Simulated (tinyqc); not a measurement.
Worked calculation: ROHF in the sto-6g basis, for H4, spin multiplicity 3. This run ends on a higher stationary point, not on the lowest solution. One step of it, computed by the program tinyqc.

Question. Iteration 2: building the Fock matrix. J_ij = sum D_kl (ij|kl) with D = D(alpha) + D(beta), K_ij = sum D_kl (ik|jl) for each spin; F = H + J - K(s); E = tr D H + tr D J / 2 - 0.5 sum_s tr D(s) K(s) + E_nn.

D(alpha) after iteration 1, order 1H 1s, 2H 1s, 3H 1s, 4H 1s:
$$\begin{pmatrix}
0.801669 & -0.039462 & -0.411162 & 0.386992 \\
-0.039462 & 0.700210 & 0.367032 & -0.411162 \\
-0.411162 & 0.367032 & 0.700210 & -0.039462 \\
0.386992 & -0.411162 & -0.039462 & 0.801669
\end{pmatrix}$$

D(beta) after iteration 1, order 1H 1s, 2H 1s, 3H 1s, 4H 1s:
$$\begin{pmatrix}
0.207338 & 0.185850 & -0.185850 & -0.207338 \\
0.185850 & 0.166589 & -0.166589 & -0.185850 \\
-0.185850 & -0.166589 & 0.166589 & 0.185850 \\
-0.207338 & -0.185850 & 0.185850 & 0.207338
\end{pmatrix}$$

core Hamiltonian H = T + V (hartree), order 1H 1s, 2H 1s, 3H 1s, 4H 1s:
$$\begin{pmatrix}
-1.207470 & -0.685208 & -0.028252 & -0.003077 \\
-0.685208 & -1.347146 & -0.194983 & -0.028252 \\
-0.028252 & -0.194983 & -1.347146 & -0.685208 \\
-0.003077 & -0.028252 & -0.685208 & -1.207470
\end{pmatrix}$$

Two-electron integrals (ij|kl) in chemists' order, unique and non-zero (hartree):
```
(11|11) 0.774999   (21|11) 0.241604   (21|21) 0.102061   (22|11) 0.428829
(22|21) 0.241604   (22|22) 0.774999   (31|11) 0.005444   (31|21) 0.002624
(31|22) 0.007487   (31|31) 0.000099   (32|11) 0.029205   (32|21) 0.015996
(32|22) 0.053405   (32|31) 0.000770   (32|32) 0.006751   (33|11) 0.166192
(33|21) 0.083580   (33|22) 0.260740   (33|31) 0.005444   (33|32) 0.053405
(33|33) 0.774999   (41|11) 0.000441   (41|21) 0.000219   (41|22) 0.000645
(41|31) 0.000009   (41|32) 0.000076   (41|33) 0.000645   (41|41) 9.29e-07
(42|11) 0.003194   (42|21) 0.001686   (42|22) 0.005444   (42|31) 0.000086
(42|32) 0.000770   (42|33) 0.007487   (42|41) 0.000009   (42|42) 0.000099
(43|11) 0.057542   (43|21) 0.027958   (43|22) 0.083580   (43|31) 0.001686
(43|32) 0.015996   (43|33) 0.241604   (43|41) 0.000219   (43|42) 0.002624
(43|43) 0.102061   (44|11) 0.121790   (44|21) 0.057542   (44|22) 0.166192
(44|31) 0.003194   (44|32) 0.029205   (44|33) 0.428829   (44|41) 0.000441
(44|42) 0.005444   (44|43) 0.241604   (44|44) 0.774999
```

nuclear repulsion = 1.62735675 hartree

Give: Coulomb J; exchange K(alpha); exchange K(beta); F(alpha); F(beta); total energy of this density.

Answer.

Coulomb J (hartree), order 1H 1s, 2H 1s, 3H 1s, 4H 1s:
$$\begin{pmatrix}
1.510 & 0.623 & 0.021 & 0.002 \\
0.623 & 1.600 & 0.162 & 0.021 \\
0.021 & 0.162 & 1.600 & 0.623 \\
0.002 & 0.021 & 0.623 & 1.510
\end{pmatrix}$$

exchange K(alpha) (hartree), order 1H 1s, 2H 1s, 3H 1s, 4H 1s:
$$\begin{pmatrix}
0.671 & 0.338 & -0.008 & 0.013 \\
0.338 & 0.633 & 0.117 & -0.008 \\
-0.008 & 0.117 & 0.633 & 0.338 \\
0.013 & -0.008 & 0.338 & 0.671
\end{pmatrix}$$

exchange K(beta) (hartree), order 1H 1s, 2H 1s, 3H 1s, 4H 1s:
$$\begin{pmatrix}
0.264 & 0.178 & -0.051 & -0.049 \\
0.178 & 0.215 & -0.054 & -0.051 \\
-0.051 & -0.054 & 0.215 & 0.178 \\
-0.049 & -0.051 & 0.178 & 0.264
\end{pmatrix}$$

F(alpha) (hartree), order 1H 1s, 2H 1s, 3H 1s, 4H 1s:
$$\begin{pmatrix}
-0.369 & -0.400 & 0.001 & -0.014 \\
-0.400 & -0.381 & -0.150 & 0.001 \\
0.001 & -0.150 & -0.381 & -0.400 \\
-0.014 & 0.001 & -0.400 & -0.369
\end{pmatrix}$$

F(beta) (hartree), order 1H 1s, 2H 1s, 3H 1s, 4H 1s:
$$\begin{pmatrix}
0.038 & -0.240 & 0.044 & 0.048 \\
-0.240 & 0.037 & 0.021 & 0.044 \\
0.044 & 0.021 & 0.037 & -0.240 \\
0.048 & 0.044 & -0.240 & 0.038
\end{pmatrix}$$

total energy of this density = -1.66273 hartree
